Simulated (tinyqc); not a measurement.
Inside a calculation: three-level Kane dispersion of a narrow-gap semiconductor. Values are carried at full precision from step to step, so a last printed digit may differ when a step is redone from the rounded ones.

Zero of energy at Gamma8, c = hbar^2/2m0, P^2 = Ep c. The free-electron term and remote bands are left out, so the heavy holes are flat at E = 0 and the other three bands obey E (E - Eg)(E + Dso) = P^2 k^2 (E + 2 Dso/3). The conduction band is the highest root; its edge is Ec = max(Eg, 0).

Constants: hbar^2/2m0 = 3.80998211 eV angstrom^2; hbar = 6.58211957e-16 eV s; e^2/(4 pi eps0) = 14.39964547 eV angstrom; muB = 5.788381798e-05 eV/T.

Values chosen for the exercise (near those of GaSb; not measured data):
- Eg = 0.817 eV (E(Gamma6) - E(Gamma8))
- Dso = 0.79 eV (spin-orbit splitting)
- Ep = 27 eV (Kane energy)
- k = 0.017 1/angstrom (wave vector)
- n = 3.5e+18 cm^-3 (electron density)
- eps = 14.8 (high-frequency dielectric constant)
- B = 3.7 T (magnetic field)

## The three bands at one k

Expand the equation into E^3 + a2 E^2 + a1 E + a0 = 0 and give its roots; compare with the two-level form (Dso to infinity) E = Eg/2 +/- sqrt(Eg^2/4 + (2/3) P^2 k^2).

P^2 k^2 = 0.029729 eV^2

a2, a1, a0: -0.027000  -0.675159  -0.015657

roots (eV): -0.7962  -0.0232  0.8465

two-level form (eV): -0.0236  0.8406

The two-level form misses the highest root by -5.9 meV. The order is normal: Gamma6 forms the conduction band.

## Mass at the edge and limiting velocity

m0* = Eg (Eg + Dso)/(Ep (Eg + 2 Dso/3)). In the two-level form the velocity tends to v = sqrt(2/3) P/hbar, and |Eg| = 2 m v^2 with m = 3 |Eg|/(2 Ep), as for a relativistic particle. 1 angstrom = 1e-10 m.

m0* = 0.03619 m0
P = 10.1425 eV angstrom
v = 1.258e+06 m/s
k at which the linear part sets in, |Eg|/(2 hbar v) = 0.04933 1/angstrom

## Fermi level and mass at a given density

Degenerate electrons at T = 0: kF = (3 pi^2 n)^(1/3), 1 cm^-3 = 1e-24 angstrom^-3; EF is the highest root at kF. The momentum (cyclotron, optical) mass is m(E) = hbar^2 k/(dE/dk) = c d(k^2)/dE with d(k^2)/dE = k^2 [1/E + 1/(E - Eg) + 1/(E + Dso) - 1/(E + 2 Dso/3)]; the density of states is k d(k^2)/dE/(2 pi^2).

Edge mass m0* = Eg (Eg + Dso)/(Ep (Eg + 2 Dso/3)).

Compare EF - Ec with the parabolic value c kF^2/m0*.

kF = 0.04697 1/angstrom
EF - Ec = 0.1920 eV
parabolic value = 0.2323 eV
m(EF) = 0.05131 m0
m(EF)/m0* = 1.418
density of states at EF = 3.205e+19 1/(eV cm^3)

The parabola overstates EF - Ec by a factor of 1.21; (EF - Ec)/|Eg| = 0.24, and the two-level rule 1 + 2 (EF - Ec)/|Eg| = 1.470 estimates the mass ratio. Side valleys about 0.1 eV up, left out here, would already hold electrons, so EF and m(EF) are overstated.

## Plasma and cyclotron energies

hbar wp = sqrt(8 pi c (e^2/4 pi eps0) n/(eps m)), hbar wc = 2 muB B/m (classical limit), with m = m(EF) and, for comparison, the edge mass; n in angstrom^-3.

hbar wp with m(EF), with m0* (meV): 79.72  94.92

hbar wc with m(EF), with m0* (meV): 8.35  11.84

EF - Ec = 192.0 meV is 23 times hbar wc, so the classical value applies.

## Checks

- Roots of the cubic against the 8 x 8 Kane matrix without remote terms: they agree to 1e-10 or better.
- m(E) near the edge against m0*: both 0.03619.

tinyqc: `OMP_NUM_THREADS=1 python tinyqc.py 1051204 1051205 out.jsonl`; about 0.01 s, one thread, shared Intel(R) Xeon(R) Processor @ 2.30GHz.
